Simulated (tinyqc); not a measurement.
Bandgap voltage reference from two bipolar transistors: one step of the calculation.

Two transistors of area 1 and N carry the same current I. Is(T) = Is (T/T0)^eta exp[(Vg0 q/kB)(1/T0 - 1/T)], VBE1 = Vt ln(I/Is(T)) + I rb, VBE2 = Vt ln(I/(N Is(T))) + I rb/N. The amplifier forces I R1(T) = VBE1 - VBE2 + Vos, with R(T) = R (1 + tc (T - T0)) for both resistors, and the output is Vref = VBE1 + I R2(T). Base currents and the Early effect are neglected.

Task. Operating point at another temperature. Vt = kB T/q; I = (Vt ln N + Vos)/(R1(T) - rb (1 - 1/N)).

Values chosen for this exercise; values of the order met in silicon bipolar transistors: reference temperature T0 = 300 K; band-gap voltage extrapolated to 0 K Vg0 = 1.169 V; temperature exponent of the saturation current eta = 4.3; saturation current of the unit transistor at T0 Is = 2.6e-18 A; area ratio of the second transistor N = 24; resistor across which the difference of VBE falls, at T0 R1 = 3 kohm; temperature coefficient of both resistors tc = 0 ppm/K; offset of the amplifier Vos = 2.7 mV; series resistance of the unit transistor rb = 66 ohm; output resistor at T0 R2 = 16.78 kohm; temperature T = 333 K.

Constants: q = 1.602176634e-19 C, kB = 1.380649e-23 J/K. Results are converted to the units shown.

Find: Vt; I; Is(T); VBE1; I R2; Vref.

Result.

Vt = 0.02870 V
I = 31.97 uA
Is(T) = 3.598e-16 A
VBE1 = 0.7255 V
I R2 = 0.5365 V
Vref = 1.262 V

From T0 to T, VBE1 changes by -52.9 mV and I R2 by 51.6 mV, which leaves -1.30 mV in Vref.

tinyqc, about 0.02 s, one thread, Intel Xeon 2.30GHz (shared host): `OMP_NUM_THREADS=1 python tinyqc.py 2062028 2062029 out.jsonl`
